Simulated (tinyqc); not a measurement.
Thermoelectric coefficients of a parabolic band, Landauer integrals: one step of the calculation.

Bulk parabolic band, x = (E - Ec)/kB T, C = hbar^2/(2 m0), kB T in eV. Modes per area gv m kB T x/(4 pi C) times the back-scattering length l0 x^rr give the transport function s0 X(x), s0 = (2 q^2/h) gv m kB T l0/(4 pi C), X = x^(1 + rr). I_k = int X (x - eta)^k w dx, w = 1/(4 cosh^2((x - eta)/2)).

Problem. The three integrals on a coarse grid. Simpson's rule on nE equally spaced points from xa to xe.

Inputs (values chosen for the exercise):
- rr = 0 (energy exponent of that length)
- eta = 3.6 (reduced Fermi level (EF - Ec)/kB T)
- xa = 0 (lower end of the grid)
- xe = 14 (upper end of the grid)
- nE = 15 (points of the grid)

Wanted: x; X; w; X w; I_0, I_1, I_2 on this grid.

Solution.

```
point       x       X          w        X w
0       0.000       0   0.025890          0
1       1.000  1.0000   0.064358   0.064358
2       2.000  2.0000    0.13976    0.27953
3       3.000  3.0000    0.22878    0.68635
4       4.000  4.0000    0.24026    0.96104
5       5.000  5.0000    0.15868    0.79342
6       6.000  6.0000   0.076255    0.45753
7       7.000  7.0000   0.031252    0.21877
8       8.000  8.0000   0.011981   0.095851
9       9.000  9.0000  0.0044761   0.040285
10     10.000  10.000  0.0016560   0.016560
11     11.000  11.000  6.1051e-4  0.0067156
12     12.000  12.000  2.2477e-4  0.0026972
13     13.000  13.000  8.2710e-5  0.0010752
14     14.000  14.000  3.0431e-5  4.2603e-4
```

I_0, I_1, I_2 on this grid: [3.6236, 3.1290, 12.706]

Range of the model: Parabolic bands, elastic scattering and a fixed kL make these model figures, not those of a material.

Numbers from tinyqc (`OMP_NUM_THREADS=1 python tinyqc.py 2800119 2800120 out.jsonl`; about 0.1 s on one thread of a shared Intel Xeon 2.30GHz).
